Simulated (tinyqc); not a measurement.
# Metal gate on a two-layer dielectric stack with fixed charge and a dipole: flat band against the thickness t2

Gate, layer 2, layer 1, p-type semiconductor; x runs from the gate inwards. Charges are counted in units of +q. psi is the band bending at the surface, positive towards inversion. Classical charge, Boltzmann statistics, no interface traps.

EOT = 3.9 (t1/e1 + t2/e2), Cox = eps0/(t1/e1 + t2/e2); phi_ms = pM - (chi + Eg - Vt ln(Nv/Na)). Vfb = phi_ms + Vd - (q/eps0) [Q1 (t1/e1 + t2/e2) + Q2 t2/e2 + r1 (t1^2/(2 e1) + t1 t2/e2) + r2 t2^2/(2 e2)]: each charge counts with its electrical distance from the gate. ni = sqrt(Nc Nv) exp(-Eg/(2 Vt)), Eg in volts, pB = Vt ln(Na/ni), Vth = Vfb + 2 pB + sqrt(4 q eps0 eps_r Na pB)/Cox.

Inputs (values chosen for the exercise); band and dielectric values close to those of germanium, layer 1 close to silicon dioxide, layer 2 close to hafnium oxide:
- T = 250 K (temperature)
- Eg = 0.67 eV (band gap)
- eps_r = 16.1 (relative permittivity)
- Nc = 7.91e18 cm^-3 (conduction-band density of states at T)
- Nv = 4.6e18 cm^-3 (valence-band density of states at T)
- chi = 3.98 eV (electron affinity)
- Na = 3.4e17 cm^-3 (acceptor density)
- pM = 4.87 eV (work function of the gate metal)
- t1 = 1.2 nm (thickness of layer 1, next to the semiconductor)
- e1 = 3.82 (relative permittivity of layer 1)
- e2 = 22.7 (relative permittivity of layer 2)
- Q1 = 5.7e10 cm^-2 (fixed charge at the semiconductor interface)
- Q2 = -2.2e11 cm^-2 (fixed charge between the layers)
- r1 = 0 cm^-3 (uniform charge density in layer 1)
- r2 = 9e18 cm^-3 (uniform charge density in layer 2)
- Vd = 0 V (flat-band shift by a dipole layer between the layers)

Constants: q = 1.602176634e-19 C, kB = 1.380649e-23 J/K, Vt = kB T/q, eps0 = 8.8541878128e-14 F/cm where lengths are in cm. Results are converted to the units shown.

Result of one run:
```
t2 (nm)	EOT (nm)	Vfb (V)	Vth (V)
4.9	2.067	0.1931	0.9135
```

What becomes of these results when the thickness of layer 2, next to the gate t2 is changed from 4.9 to 8.7 nm, all else the same?

Result of the changed run:
```
t2 (nm)	EOT (nm)	Vfb (V)	Vth (V)
8.7	2.720	0.01267	0.7881
```

The whole series:
```
t2 (nm)	EOT (nm)	Vfb (V)	Vth (V)
1	1.397	0.2706	0.9345
2.3	1.620	0.2569	0.9396
3.6	1.844	0.2311	0.9326
4.9	2.067	0.1931	0.9135
6.1	2.273	0.1473	0.8851
7.4	2.496	0.08606	0.8427
8.7	2.720	0.01267	0.7881
10	2.943	-0.07284	0.7215
```

Vfb falls from 0.271 to -0.0728 V and Vth goes from 0.934 through a maximum of 0.940 (at t2 = 2.3 nm among the rows listed) to 0.721 V. The slope dVfb/dEOT is -61.3 mV/nm between the first two rows and -383 between the last two: the charge inside the growing layer bends the line. A line through the end rows meets EOT = 0 at 0.581 V, against phi_ms + Vd = 0.276 V; an effective work function read from it is off by 305 mV from pM.

Numbers from tinyqc (`OMP_NUM_THREADS=1 python tinyqc.py 2010131 2010132 out.jsonl`; about 0.01 s on one thread of a shared Intel Xeon 2.30GHz).
